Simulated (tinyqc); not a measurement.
Worked calculation: Born-Oppenheimer dynamics on the UHF/6-311g surface (energies and gradients from PySCF), for H2+, spin multiplicity 2. Computed by tinyqc, a small Python program that keeps every step (integrals from PySCF). Settings: charge = 1, multiplicity = 2, basis = 6-311g, time step (fs) = 1.0, steps = 24. Command: `OMP_NUM_THREADS=1 python tinyqc.py 26796 26797 out.jsonl` (the two numbers bound the seeds that draw the settings). One thread of a shared host (Intel(R) Xeon(R) Processor @ 2.60GHz), about 0.2 s of CPU time with the checks.

## Velocity Verlet step 1

positions (bohr), order 1H, 2H:
```
[[0.0000, 0.0000, 0.0000],
 [0.0000, 0.0000, 1.2416]]
```

velocities (bohr per atomic time unit), order 1H, 2H:
```
[[0.0001405, -0.0001480, 0.0000335],
 [-0.0001405, 0.0001480, -0.0000335]]
```

gradient (hartree/bohr), order 1H, 2H:
```
[[0.000000, 0.000000, 0.234761],
 [0.000000, 0.000000, -0.234761]]
```

masses (electron masses): [1837.1526, 1837.1526]

gradient after step 1 (hartree/bohr), order 1H, 2H:
```
[[-0.000921, 0.000970, 0.115508],
 [0.000921, -0.000970, -0.115508]]
```

dt = 1 fs = 41.3414 atomic units; x' = x + v dt - g dt^2 / (2m); after the new gradient g', v' = v - (g + g') dt / (2m).

positions after step 1 (bohr), order 1H, 2H:
```
[[0.0058, -0.0061, -0.1078],
 [-0.0058, 0.0061, 1.3494]]
```

velocities after step 1 (bohr per atomic time unit), order 1H, 2H:
```
[[0.0001509, -0.0001589, -0.0039075],
 [-0.0001509, 0.0001589, 0.0039075]]
```

## Velocity Verlet step 2

gradient after step 2 (hartree/bohr), order 1H, 2H:
```
[[-0.000173, 0.000182, 0.013083],
 [0.000173, -0.000182, -0.013083]]
```

As before.

positions after step 2 (bohr), order 1H, 2H:
```
[[0.0125, -0.0131, -0.3231],
 [-0.0125, 0.0131, 1.5646]]
```

velocities after step 2 (bohr per atomic time unit), order 1H, 2H:
```
[[0.0001632, -0.0001719, -0.0053544],
 [-0.0001632, 0.0001719, 0.0053544]]
```

## Energy conservation

The total energy should stay constant up to terms of order dt^2; the step counts as short enough if it moves by less than 2 % of the largest kinetic energy.

Trajectory:
```
time (fs)  1H-2H (angstrom)  potential (hartree)  kinetic (hartree)  total (hartree)
0.0000               0.6570            -0.529621           0.000079        -0.529542
1.0000               0.7712            -0.566047           0.028140        -0.537907
2.0000               0.9991            -0.589776           0.052774        -0.537002
3.0000               1.2400            -0.585889           0.050510        -0.535379
4.0000               1.4579            -0.573886           0.039115        -0.534771
5.0000               1.6437            -0.562364           0.027723        -0.534641
6.0000               1.7977            -0.553284           0.018636        -0.534648
7.0000               1.9223            -0.546550           0.011873        -0.534677
8.0000               2.0201            -0.541702           0.006999        -0.534703
9.0000               2.0930            -0.538336           0.003615        -0.534721
10.0000              2.1427            -0.536165           0.001433        -0.534732
11.0000              2.1701            -0.535008           0.000270        -0.534738
12.0000              2.1759            -0.534771           0.000032        -0.534739
13.0000              2.1600            -0.535433           0.000698        -0.534736
14.0000              2.1222            -0.537050           0.002323        -0.534727
15.0000              2.0617            -0.539755           0.005042        -0.534713
16.0000              1.9773            -0.543774           0.009083        -0.534692
17.0000              1.8672            -0.549452           0.014789        -0.534663
18.0000              1.7291            -0.557236           0.022598        -0.534638
19.0000              1.5604            -0.567513           0.032842        -0.534672
20.0000              1.3592            -0.579761           0.044797        -0.534964
21.0000              1.1284            -0.589684           0.053689        -0.535995
22.0000              0.8863            -0.583381           0.045404        -0.537977
23.0000              0.6936            -0.544173           0.009691        -0.534482
24.0000              0.6860            -0.541433           0.007743        -0.533690
```

The total energy moves within 8.4e-03 hartree; that is over 2 % of the largest kinetic energy, so the time step is too long.
